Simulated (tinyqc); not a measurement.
# Capacitance measurement on a leaky thin oxide: effects of series resistance and leakage: two studies

The device is a capacitance C in parallel with a leakage conductance G, in series with Rs and Ls. An impedance meter reports either a parallel pair (Cp, Gp) from Y = 1/Z = Gp + i w Cp or a series pair (Cs, Rm) from Z = Rm + 1/(i w Cs); w = 2 pi f, dissipation D = Gp/(w |Cp|).

Parameters, values chosen for the exercise; values of the order met in thin-oxide MOS capacitors: relative permittivity of the gate insulator (close to silicon dioxide) eox = 3.9; insulator thickness tox = 1.4 nm; gate area A = 2500 um^2; oxide-equivalent thickness added by the accumulation layer zc = 0.32 nm; oxide-equivalent thickness added by gate depletion zp = 0.19 nm; gate leakage current density, not matched to the thickness Jg = 0.99 A/cm^2; voltage for an e-fold rise of the leakage Vs = 0.41 V; series resistance Rs = 490 ohm; series inductance Ls = 26 nH; measuring frequency f = 2e5 Hz.

Constants: eps0 = 8.8541878128e-14 F/cm where lengths are in cm. Results are converted to the units shown.

Each table varies one quantity; the others keep the values above.

## Readings against frequency

EOT = 3.9 tox/eox; CET = EOT + zc + zp; C = 3.9 eps0 A/CET; G = Jg A/Vs. Z = Rs + i w Ls + 1/(G + i w C); CET read from Cp = 3.9 eps0 A/Cp; errors under 0.001 % are printed as 0.

The same in every row: C (pF) = 45.198.

Readings against frequency:
```
f (Hz)  Cp (pF)   Cs (pF)        D  error of Cp (%)  error of Cs (%)  CET read from Cp (nm)
1000     42.638  2.0423e6   218.85            -5.66           4.52e6                 2.0247
3000     42.638  2.2696e5   72.951            -5.66           5.02e5                 2.0247
10000    42.638     20467   21.887            -5.66           4.52e4                 2.0247
30000    42.638    2314.3   7.2993            -5.67             5020                 2.0247
1e5      42.630    249.42   2.2024            -5.68              452                 2.0250
3e5      42.568    67.890  0.77126            -5.82             50.2                 2.0280
1e6      41.875    47.243  0.35802            -7.35             4.52                 2.0616
3e6      36.628    45.444  0.49062            -19.0            0.544                 2.3569
1e7      15.061    45.429   1.4200            -66.7            0.512                 5.7321
3e7      2.3531    47.170   4.3641            -94.8             4.36                 36.687
```

Read the table: what changes, and by how much?

D goes from 219 through a minimum of 0.358 (at f = 1e6 Hz among the rows listed) to 4.36; without inductance its minimum lies at f = sqrt(G (1 + G Rs)/Rs)/(2 pi C) = 1.25e6 Hz. The error of Cp goes from -5.66 to -94.8 % and that of Cs from 4.52e6 to 4.36 %; at low frequency Cp tends to C/(1 + G Rs)^2 and Cs grows as 1 + (G/(w C))^2. One of the two readings is within 2 % of C for f = 3e6, 1e7 Hz. At the highest frequencies Ls raises both readings, by about w^2 Ls C in relative terms. For f = 1000, 3000, 10000, 30000, 1e5, 1e7, 3e7 D exceeds 1, where the accuracy of real meters degrades in proportion to sqrt(1 + D^2).

## Effect of the gate leakage current density, not matched to the thickness

Same model as above.

The same in every row: C (pF) = 45.20.

Results:
```
Jg (A/cm^2)  Cp (pF)  Cs (pF)        D  error of Cp (%)  error of Cs (%)  CET read from Cp (nm)
1e-5           45.16    45.20  0.02784          -0.0773                0                  1.911
0.0001         45.16    45.20  0.02794          -0.0778                0                  1.911
0.02           45.11    45.22  0.04931           -0.196           0.0463                  1.914
0.2            44.63    47.28   0.2438            -1.26             4.61                  1.934
2              40.22    253.6    2.303            -11.0              461                  2.147
30             12.54  4.702e4    61.22            -72.3           1.04e5                  6.883
300           0.3677  5.806e6     3974            -99.2           1.28e7                  234.8
```

Estimate the missing row, Jg = 0.001 A/cm^2.

Computed row:
```
Jg (A/cm^2)  Cp (pF)  Cs (pF)        D  error of Cp (%)  error of Cs (%)  CET read from Cp (nm)
0.001          45.16    45.20  0.02890          -0.0832                0                  1.912
```

With this row back in the table: As Jg goes from 1e-5 to 300, the error of Cp goes from -0.0773 to -99.2 %, that of Cs from 0 to 1.28e7 %, and D rises from 0.0278 to 3970. The CET read from Cp goes from 1.91 to 235 nm against the true 1.91 nm. For Jg = 2, 30, 300 D exceeds 1, where the accuracy of real meters degrades in proportion to sqrt(1 + D^2).

tinyqc, about 0.01 s, one thread, Intel Xeon 2.30GHz (shared host): `OMP_NUM_THREADS=1 python tinyqc.py 2022129 2022130 out.jsonl`
